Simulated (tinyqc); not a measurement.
Orbital energy against energy difference: ionisation energy by orbital energies and by energy differences in the cc-pvdz basis, for H4, spin multiplicity 1. Computed by the program tinyqc with PySCF. Command: `OMP_NUM_THREADS=1 python tinyqc.py 112328 112329 out.jsonl`; one thread of a shared host (Intel(R) Xeon(R) Processor @ 2.60GHz), about 10 s.

Geometry (angstrom):

| atom | x | y | z |
|---|---|---|---|
| H | 0.0000 | 0.0000 | 0.0000 |
| H | 0.0000 | 0.0000 | 0.7370 |
| H | 0.0000 | 0.0000 | 1.5990 |
| H | 0.0000 | 0.0000 | 2.3360 |

CCSD(T) difference in the same basis = 12.7915 eV

IP-EOM-CCSD = 12.8179 eV

The cation is unrestricted; errors are against CCSD(T) in this basis, not against experiment.

First vertical ionisation energy (eV):

| method | -e(HOMO) | E(cation) - E | error of -e(HOMO) | error of the difference |
|---|---|---|---|---|
| HF | 12.863 | 11.97928 | 0.072 | -0.812 |
| LDA | 7.777 | 12.52595 | -5.014 | -0.266 |
| PBE | 7.885 | 12.60517 | -4.907 | -0.186 |
| B3LYP | 9.132 | 12.81732 | -3.660 | 0.026 |
| PBE0 | 9.290 | 12.68412 | -3.502 | -0.107 |
| CAM-B3LYP | 10.741 | 12.76771 | -2.051 | -0.024 |
| LC-wPBE | 12.113 | 12.77936 | -0.679 | -0.012 |

Koopmans errs by +0.07 eV and Delta-HF by -0.81 eV: relaxation, 0.88 eV, lowers the value and the missing correlation difference works against it. The PBE level is off by -4.9 eV through the wrong tail of its potential, though its energy difference is off by -0.19 eV; exact exchange deepens the level, and among the orbital energies HF comes closest; among the differences LC-wPBE does.
